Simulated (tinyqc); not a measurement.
Self-heating of a transistor with one or more fingers, with temperature-dependent conductivity: one step, computed by the program tinyqc. Command: `OMP_NUM_THREADS=1 python tinyqc.py 3003161 3003162 out.jsonl selfheat walk`. One thread of a shared host (Intel(R) Xeon(R) Processor @ 2.30GHz), about 0.05 s of CPU time with the checks.

N long parallel fingers lie on the top face of a slab whose bottom is held at T_0; the top is otherwise insulated, and heat flows in two dimensions. P in W/mm is 1000 P in W/m.

Question. Correction for the falling conductivity. Kirchhoff transformation for kappa = kappa_0 (T/T_0)^-m: T = T_0 [1 - (m - 1) theta/T_0]^(-1/(m - 1)), where theta is the linear rise. The bracket vanishes at the power P T_0/((m - 1) theta).

Inputs (values chosen for the exercise, modelled on germanium):
```
quantity                    value        unit
exponent m in kappa ~ T^-m    1.2           -
base temperature T_0          358           K
power per gate width P       0.33        W/mm
width of the heat source w   0.14  micrometre
phonon free path Lambda       110          nm
```

Power: fixed power.

largest theta = 24.81851 K

Give: peak temperature; true rise; true rise / linear rise; power at which the formula diverges.

Answer.

peak temperature = 383.9 K

true rise = 25.89 K

true rise / linear rise = 1.043

power at which the formula diverges = 23.80 W/mm

The falling conductivity adds 4.3 % to the rise. Caution: the source is narrower than two phonon free paths, so the Fourier result understates the rise at the source.
